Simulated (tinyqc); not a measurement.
Wannier function of the lower band of a two-orbital chain: one step. Hoppings and interpolation.

Values chosen for the exercise: kq = 2.6 1/a (point off the mesh).

Mesh:
```
j  E lower (eV)  E upper (eV)                   u_A                   u_B  |<trial|u>|
0     -2.278777      2.218777             0.7513185             0.6599398     0.997910
1     -1.902726      1.884185  0.7771386-0.2178217i  0.5487833+0.2178217i     0.937568
2     -1.218187      1.266728  0.9214886-0.2569878i  0.1370155+0.2569878i     0.748475
3     -1.218187      1.266728  0.9214886+0.2569878i  0.1370155-0.2569878i     0.748475
4     -1.902726      1.884185  0.7771386+0.2178217i  0.5487833-0.2178217i     0.937568
```

Question. H(R) = (1/N) sum_j E_j cos(2 pi j R/N) for R = 0 to N/2. Interpolation: E(k) = H(0) + 2 sum H(R) cos(kR), the term R = N/2 of an even mesh counted once.

Give: H(0), H(1), ...; interpolated E(kq).

Answer.

H(0), H(1), ... (eV): -1.7041  -0.2967  0.0094

interpolated E(kq) = -1.1868 eV

The exact value is -1.1849 eV; the interpolation is off by -1.8 meV. Though the chain has short hoppings, the single band has longer ones, made by paths through the other orbital, which the tails of the Wannier function carry.

Run: tinyqc, `OMP_NUM_THREADS=1 python tinyqc.py 1482644 1482645 out.jsonl`; Intel(R) Xeon(R) Processor @ 2.30GHz, one thread, shared host; about 0.1 s of CPU time with all checks.
